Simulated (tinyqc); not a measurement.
Double-gate transistor below threshold, two-dimensional Poisson equation on a small mesh: one step of the calculation.

Half of a symmetric double-gate structure: row 0 is the mid-plane of the body, where the normal field vanishes. Mobile charge is neglected (subthreshold), the body is fully depleted, and potentials are counted from the intrinsic level; rows run upward to the gate, columns from source to drain.

Problem. Barrier, swing and barrier lowering. The barrier is read along row 0, the path farthest from the gate. Take the node j of lowest psi: barrier Vbi - psi_j; swing Vt ln 10/(d psi_j/dVg); DIBL = (d psi_j/dVd)/(d psi_j/dVg). The derivatives solve the same equations with s = 0 and a unit change of that voltage.

Values chosen for this exercise:
```
symbol,value,unit,meaning
T,300,K,temperature
Vbi,0.49,V,potential of the source
```

Constants: q = 1.602176634e-19 C, kB = 1.380649e-23 J/K, Vt = kB T/q. Results are converted to the units shown.

converged psi (V):
```
             j=0        j=1        j=2        j=3        j=4        j=5
row 0  0.4900000  0.3190731  0.2740565  0.3605398  0.6344357  1.1900000
row 1  0.4900000  0.3097602  0.2643301  0.3466779  0.6136022  1.1900000
row 2  0.4900000  0.2805050  0.2357018  0.3055118  0.5469886  1.1900000
row 3  0.0900000  0.0900000  0.0900000  0.0900000  0.0900000  0.0900000
```

d psi/dVg on row 0: j=0 0.00000000, j=1 0.48432752, j=2 0.69693585, j=3 0.69693585, j=4 0.48432752, j=5 0.00000000
d psi/dVd on row 0: j=0 0.0000000, j=1 0.0325772, j=2 0.0897583, j=3 0.2133059, j=4 0.4830952, j=5 1.0000000

Wanted: j; barrier; swing; DIBL.

Solution.

j = 2
barrier = 0.21594 V
swing = 85.412 mV/decade
DIBL = 128.79 mV/V

Computed by the program tinyqc: `OMP_NUM_THREADS=1 python tinyqc.py 2480124 2480125 out.jsonl`, one thread of a shared Intel Xeon 2.30GHz, about 0.2 s for the whole run.
